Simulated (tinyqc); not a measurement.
# Charge stability of a double quantum dot, constant-interaction model with a charge sensor: several studies

Capacitance matrix C = [[C1, -Cm], [-Cm, C2]], C1 = G1 + X1 + Cm + L1, C2 = G2 + X2 + Cm + L2. Gate charges n1 = (G1 V1 + X1 V2)/q, n2 = (X2 V1 + G2 V2)/q. The state (N1, N2) has U = (1/2) d^T E d with d = (N1 - n1, N2 - n2) and E = q^2 C^(-1). Leads at 0 V; no tunnel coupling, spin or level spacing. The sensor reads s1 <N1> + s2 <N2>.

Parameters, values chosen for the exercise:
```
symbol  value  unit                    meaning
G1        1.3    aF            gate 1 to dot 1
G2       0.95    aF            gate 2 to dot 2
X1       0.37    aF            gate 2 to dot 1
X2       0.19    aF            gate 1 to dot 2
Cm        1.3    aF           between the dots
L1        7.1    aF  dot 1 to leads and ground
L2        6.7    aF  dot 2 to leads and ground
s1       0.88           sensor weight of dot 1
s2        0.2           sensor weight of dot 2
T          11     K                temperature
V2        157    mV          voltage of gate 2
```

Constants: q = 1.602176634e-19 C, kB = 1.380649e-23 J/K, Vt = kB T/q. Results are converted to the units shown.

Each table varies one quantity; the others keep the values above.

## Across the interdot transition

The gate charges are n1 = 0.5000 + x, n2 = 0.5000 - x, a line through the middle of the (1,0)-(0,1) boundary. The detuning is U(0,1) - U(1,0); thermal means over all states within two electrons.

Across the interdot transition:

| x | detuning (meV) | <N1> | <N2> | sensor |
|---|---|---|---|---|
| -0.19 | -5.596 | 0.02030 | 0.9847 | 0.2148 |
| -0.14 | -4.124 | 0.04713 | 0.9605 | 0.2336 |
| -0.097 | -2.857 | 0.1021 | 0.9073 | 0.2713 |
| -0.048 | -1.414 | 0.2467 | 0.7611 | 0.3693 |
| 0 | 0.000 | 0.5000 | 0.5000 | 0.5400 |
| 0.048 | 1.414 | 0.7533 | 0.2389 | 0.7107 |
| 0.097 | 2.857 | 0.8979 | 0.09268 | 0.8087 |
| 0.14 | 4.124 | 0.9529 | 0.03952 | 0.8464 |
| 0.19 | 5.596 | 0.9797 | 0.01533 | 0.8652 |

Read the table: what changes, and by how much?

<N1> rises from 0.0203 to 0.980 while <N2> falls from 0.985 to 0.0153; their sum stays within 0.0094 of 1. The detuning moves by EC1 + EC2 - 2 ECm = 29.5 meV for each unit of x. The step is broader than a Fermi function of width kB T = 0.948 meV, since (0,0) and (1,1) lie only ECm/2 = 1.2 kB T above the two states at x = 0 and are populated too.

## From two dots to one

The states (0,0), (1,0), (0,1) meet where E n = (EC1/2, EC2/2), and (1,1), (1,0), (0,1) where E n = (EC1/2 + ECm, EC2/2 + ECm); the gate voltages follow from n.

From two dots to one:

| Cm (aF) | EC1 (meV) | ECm (meV) | ECm/EC1 | separation of the triple points in n1 + n2 |
|---|---|---|---|---|
| 0.064 | 18.14 | 0.1469 | 0.008097 | 0.01523 |
| 0.18 | 17.91 | 0.4020 | 0.02244 | 0.04167 |
| 0.49 | 17.36 | 1.021 | 0.05882 | 0.1058 |
| 1.3 | 16.21 | 2.305 | 0.1422 | 0.2390 |
| 3.7 | 14.20 | 4.553 | 0.3206 | 0.4720 |
| 10 | 12.17 | 6.822 | 0.5605 | 0.7072 |
| 28 | 10.76 | 8.403 | 0.7812 | 0.8712 |
| 76 | 10.09 | 9.148 | 0.9065 | 0.9483 |

ECm/EC1 rises from 0.00810 to 0.906 (it equals Cm/C2), and the separation rises from 0.0152 to 0.948. Zero means a square lattice of independent dots; 1 means parallel lines one electron apart, as for a single large dot. EC1 falls from 18.1 to 10.1 meV.

## A scan of gate 1

Same model as above.

Thermal means over all states within two electrons of the gate charges.

A scan of gate 1:

| V1 (mV) | <N1> | <N2> | sensor | N1 of the ground state | N2 of the ground state |
|---|---|---|---|---|---|
| -4.61 | 0.0403 | 0.9998 | 0.2355 | 0 | 1 |
| 19.3 | 0.5538 | 0.9997 | 0.6872 | 1 | 1 |
| 43.3 | 0.9738 | 0.9998 | 1.0569 | 1 | 1 |
| 67.3 | 0.9991 | 1.0000 | 1.0792 | 1 | 1 |
| 91.2 | 1.0012 | 1.0002 | 1.0811 | 1 | 1 |
| 115 | 1.0345 | 1.0006 | 1.1105 | 1 | 1 |
| 139 | 1.5169 | 1.0008 | 1.5350 | 2 | 1 |
| 163 | 1.9696 | 1.0005 | 1.9334 | 2 | 1 |
| 187 | 1.9990 | 1.0011 | 1.9593 | 2 | 1 |
| 211 | 2.0010 | 1.0029 | 1.9615 | 2 | 1 |
| 235 | 2.0310 | 1.0078 | 1.9889 | 2 | 1 |
| 259 | 2.4862 | 1.0121 | 2.3903 | 2 | 1 |
| 283 | 2.9648 | 1.0072 | 2.8104 | 3 | 1 |

What does the table show?

The ground state changes 3 time(s) between the rows listed: (0,1) to (1,1); (1,1) to (2,1); (2,1) to (3,1). Adding to dot 1 moves the sensor by s1 = 0.88, adding to dot 2 by s2 = 0.2, and a shift from dot 2 to dot 1 by 0.680. Far from triple points dot 1 gains an electron about every q/(G1 + X2 Cm/C2) = 121 mV.

Numbers from tinyqc (`OMP_NUM_THREADS=1 python tinyqc.py 2470028 2470029 out.jsonl`; about 0.01 s on one thread of a shared Intel Xeon 2.30GHz).
